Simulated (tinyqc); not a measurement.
## Gate sheet resistance from two finger widths

Question. At low frequency R = Rsh Wf/(3 L) + B/Wf, where B collects the channel and vertical terms. Find Rsh, B and the width of lowest R.

Parameters, values chosen for the exercise: channel length L = 0.065 um.

input resistance of single fingers, contacted at one end, of width 1 and 4.3 um (ohm): [146.56410, 451.25820]

Solution. R Wf is a straight line in Wf^2; the minimum of R lies where both terms are equal.

Rsh = 20.0 ohm/square
B = 44.0 ohm um
width of lowest R = 0.655 um

Numbers from tinyqc (`OMP_NUM_THREADS=1 python tinyqc.py 2262229 2262230 out.jsonl`; about 0.01 s on one thread of a shared Intel Xeon 2.30GHz).
